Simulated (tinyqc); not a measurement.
# Van der Pauw, Hall and four-point-probe measurements on a doped layer: correction factor against the shape of the sample

A uniform p-type layer with sheet resistance Rs = 1/(q ns mu), point contacts, low field (mu B small).

Rs = 1/(q ns mu). For a rectangle with contacts at the corners, RA = (8 Rs/pi) sum_(k>=0) ln coth((2k + 1) pi a/(2 b)) with current along a short side b and voltage along the opposite one, RB the same with a and b exchanged. ar = a/b. F = Rs/[(pi/ln 2)(RA + RB)/2]; small-asymmetry estimate 1 - (ln 2/2) d^2 - ((ln 2)^2/4 - (ln 2)^3/12) d^4 with d = (RB - RA)/(RB + RA).

Parameters, values chosen for the exercise:
```
symbol   value        unit                     meaning
ns      1.7e15       cm^-2  sheet density of the layer
mu          70  cm^2/(V s)              drift mobility
```

Constants: q = 1.602176634e-19 C. Results are converted to the units shown.

Result of one run:
```
ar	RA (ohm)	RB (ohm)	RB/RA	F	estimate of F
2.14	0.32133	66.114	205.75	0.34838	0.57126
```

What becomes of these results when the side ratio a/b of a rectangular sample with corner contacts ar is changed from 2.14 to 1.91, all else the same?

Result of the changed run:
```
ar	RA (ohm)	RB (ohm)	RB/RA	F	estimate of F
1.91	0.66185	54.219	81.922	0.42172	0.58618
```

The whole series:
```
ar	RA (ohm)	RB (ohm)	RB/RA	F	estimate of F
1	11.572	11.572	1.0000	1.0000	1.0000
1.23	5.6077	20.940	3.7341	0.87182	0.87413
1.46	2.7213	31.627	11.622	0.67381	0.70823
1.69	1.3211	43.007	32.554	0.52212	0.62128
1.91	0.66185	54.219	81.922	0.42172	0.58618
2.14	0.32133	66.114	205.75	0.34838	0.57126
2.37	0.15601	78.095	500.59	0.29577	0.56529
2.6	0.075742	90.118	1189.8	0.25661	0.56285
```

RB/RA rises from 1.00 to 1190 and F falls from 1.00 to 0.257. The estimate is 5.1 % above F at a/b = 1.46 and 2.19 times it in the last row. RA shrinks about as exp(-pi a/b): by a factor of 2.06 between the last two rows, against 2.06.

Program tinyqc, `OMP_NUM_THREADS=1 python tinyqc.py 2850119 2850120 out.jsonl`; Intel Xeon 2.30GHz, shared host, one thread, about 0.01 s.
